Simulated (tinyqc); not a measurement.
# Electron density from the filling shift

Inverse problem. At zero temperature the Burstein-Moss shift of one parabolic valley is (C/me + C/mh) kF^2 with kF = (3 pi^2 n)^(1/3), C = hbar^2/(2 m0). Find kF and n.

Parameters, values chosen for the exercise:

| symbol | value | unit | meaning |
|---|---|---|---|
| me | 0.0681 | m0 | electron mass |
| mh | 0.499 | m0 | hole mass |

Constants: q = 1.602176634e-19 C, hbar = 1.054571817e-34 J s, m0 = 9.1093837015e-31 kg, hbar^2/(2 m0) = 0.0380998212 eV nm^2. Results are converted to the units shown.

filling shift = 336.44274 meV

Answer. The shift gives kF^2, and n = kF^3/(3 pi^2).

kF = 0.727 1/nm
n = 1.30e19 cm^-3

tinyqc, about 0.01 s, one thread, Intel Xeon 2.30GHz (shared host): `OMP_NUM_THREADS=1 python tinyqc.py 2330110 2330111 out.jsonl`
